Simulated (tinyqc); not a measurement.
# Changing the temperature of use T

Model: self-consistent Fermi level with native defects, at growth and after a quench. Computed by tinyqc, a small Python program. Command: `OMP_NUM_THREADS=1 python tinyqc.py 3005048 3005049 out.jsonl scfermi sweep`. One thread of a shared host (Intel(R) Xeon(R) Processor @ 2.30GHz), about 0.1 s of CPU time with the checks.

Energies are counted from the top of the valence band (VBM); when the gap shrinks with temperature the conduction band moves and the levels stay. The added dopant is taken as fully ionised. D and A draw on one reservoir with opposite signs, as the two vacancies of a compound do.

Inputs (values chosen for the exercise, for a model semiconductor):
```
quantity,value,unit
gap E_g at 300 K,2.67,eV
slope -dE_g/dT above 300 K,0.0005,eV/K
electron mass m_e,0.161,m_0
valleys M_c,1,-
hole mass m_h,0.886,m_0
E_f of the neutral native donor D,1.524,eV
E_f of the neutral native acceptor A,2.979,eV
shift s of the chemical potential,-0.27,eV
site density N_s,2.6e+22,cm^-3
dopant density N_X,6.3e+17,cm^-3
growth temperature T_g,1300,K
```

Added shallow dopant: acceptor.

levels of D above the VBM, most positive state first (eV): [1.18, 1.68]

levels of A above the VBM, (0/-1) first (eV): [0.39, 0.88, 1.43]

Constants: m_0 = 9.1093837015e-31 kg; k_B = 1.380649e-23 J/K; h = 6.62607015e-34 J s; k_B = 8.617333262e-05 eV/K.

Method:
- E_f(D, 0) = input + s and E_f(A, 0) = input - s; E_f(q, E_F = 0) follows from the levels, eps(q/q-1) = E_f(q - 1) - E_f(q) at E_F = 0.
- E_g(T) = E_g - slope x max(0, T - 300 K).
- N_c = 2 M_c (2 pi m_e k_B T/h^2)^(3/2) and N_v = 2 (2 pi m_h k_B T/h^2)^(3/2), masses in units of m_0.
- At growth T = T_g.
- n = N_c F_1/2((E_F - E_g)/k_B T), p = N_v F_1/2(-E_F/k_B T).
- F_1/2(eta) = (2/sqrt(pi)) int_0^infinity sqrt(x)/(1 + exp(x - eta)) dx, by the trapezoid rule in t = sqrt(x) with step 0.02 up to t = 12 (for eta < -12 by exp(eta) - exp(2 eta)/2^(3/2)).
- In equilibrium c_q = N_s exp(-(E_f(q, 0) + q E_F)/k_B T).
- Net charge = p - n + sum q c_q - N_X; the log ratio is ln(positive charge/negative charge).
- E_F is the root of the log ratio, by 50 bisections between -0.5 eV and E_g + 0.5 eV.
- After a quench the totals of D and A stay as grown, and each is shared among its charge states with weights exp(-(E_f(q, 0) + q E_F)/k_B T).

One run for each value:
```
temperature of use T (K),E_F after the quench (eV),n after the quench (cm^-3),p after the quench (cm^-3),total D (cm^-3),total A (cm^-3)
150,1.6599,6.6344e-17,1.2520e-37,1.6643e+18,2.4778e+17
280,1.6426,4.6966e-01,5.1401e-11,1.6643e+18,2.4778e+17
340,1.6346,1.7364e+03,1.4905e-05,1.6643e+18,2.4778e+17
410,1.6253,1.7701e+06,3.5121e-01,1.6643e+18,2.4778e+17
470,1.6176,1.3442e+08,1.8545e+02,1.6643e+18,2.4778e+17
540,1.6088,6.4383e+09,4.8823e+04,1.6643e+18,2.4778e+17
600,1.6017,8.8715e+10,2.0824e+06,1.6643e+18,2.4778e+17
```

Give the missing row, temperature of use T (K) = 210.

Computed row; columns: (1) temperature of use T (K); (2) E_F after the quench (eV); (3) n after the quench (cm^-3); (4) p after the quench (cm^-3); (5) total D (cm^-3); (6) total A (cm^-3):
```
(1)     (2)         (3)         (4)         (5)         (6)
210  1.6519  3.5041e-07  2.7802e-21  1.6643e+18  2.4778e+17
```

Interpolating between the two neighbouring rows (linearly) misses most in p after the quench (cm^-3), by a factor of 8.5e9. Over the rows, E_F after the quench (eV) falls from 1.66 to 1.60 (exponent d ln y / d ln x -0.014 between the first rows and -0.042 between the last). The frozen totals stay; only their charge states and the carriers answer to T. Densities far below 1 cm^-3 are nominal.

Caution (all rows): in a wide-gap host the dopant, above all an acceptor, may be only partly ionised at the temperature of use; the carrier density is then overstated.
